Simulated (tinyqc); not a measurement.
What each parameter does: deformation-potential model of the X valleys of a conduction band.

Valleys with axes along x, y and z, one whole valley each. Herring-Vogt shift of a valley with unit axis a: dE = Xd tr(e) + Xu a.e.a. Non-degenerate shares n_i = exp(-dE_i/kT)/sum_j exp(-dE_j/kT). Inverse mass tensor of a valley: (1 - a a)/mt + a a/ml; the masses are taken as independent of strain.

s11 = (C11 + C12)/((C11 - C12)(C11 + 2 C12)), s12 = -C12/((C11 - C12)(C11 + 2 C12)), s44 = 1/C44; exx = s11 sxx + s12 (syy + szz) and cyclic, exy = s44 sxy/2; tension is positive. A uniaxial stress X along the unit vector n is s_ij = X n_i n_j.

Constants: kB = 8.617333262e-05 eV/K.

Inputs chosen for the exercise (near those of AlAs; shifted at random, so the results belong to these values and not to a real crystal): ml = 1.115 m0 (longitudinal mass); mt = 0.206 m0 (transverse mass); Xd = 1.05 eV (dilation potential); Xu = 5.97 eV (uniaxial potential); C11 = 131.4 GPa; C12 = 50.4 GPa; C44 = 56.8 GPa; load = uniaxial [110] (kind of stress); X = 1.24 GPa (stress); T = 300 K (temperature).

Spread of the valley edges, lowest edge, largest share and m_c along [100].

Results for these values:

| case | spread (meV) | lowest edge (meV) | largest share | m_c (m0) |
|---|---|---|---|---|
| base | 45.70 | -14.23 | 0.7454 | 0.2298 |

What happens to each result for C12 = 40.32 GPa, all else kept?

Answer: spread falls from 45.70 to 40.64; lowest edge rises from -14.23 to -9.31; largest share falls from 0.7454 to 0.7066; m_c rises from 0.2298 to 0.2340.

The same for each parameter in turn:

| case | spread (meV) | lowest edge (meV) | largest share | m_c (m0) |
|---|---|---|---|---|
| base | 45.70 | -14.23 | 0.7454 | 0.2298 |
| ml = 0.892 m0 | 45.70 | -14.23 | 0.7454 | 0.2284 |
| mt = 0.165 m0 | 45.70 | -14.23 | 0.7454 | 0.1851 |
| Xd = 0.84 eV | 45.70 | -15.35 | 0.7454 | 0.2298 |
| Xu = 4.776 eV | 36.56 | -10.26 | 0.6728 | 0.2377 |
| C11 = 105.12 GPa | 67.64 | -26.79 | 0.8725 | 0.2173 |
| C12 = 40.32 GPa | 40.64 | -9.31 | 0.7066 | 0.2340 |
| C44 = 68.16 GPa | 45.70 | -14.23 | 0.7454 | 0.2298 |
| X = 1.488 GPa | 54.84 | -17.08 | 0.8066 | 0.2236 |
| T = 360 K | 45.70 | -14.23 | 0.6857 | 0.2363 |

Xd moves all valleys together, so it shifts the edge and nothing else.

Program tinyqc; command `OMP_NUM_THREADS=1 python tinyqc.py 1080779 1080780 out.jsonl`; about 0.04 s on one thread of a shared Intel(R) Xeon(R) Processor @ 2.30GHz.
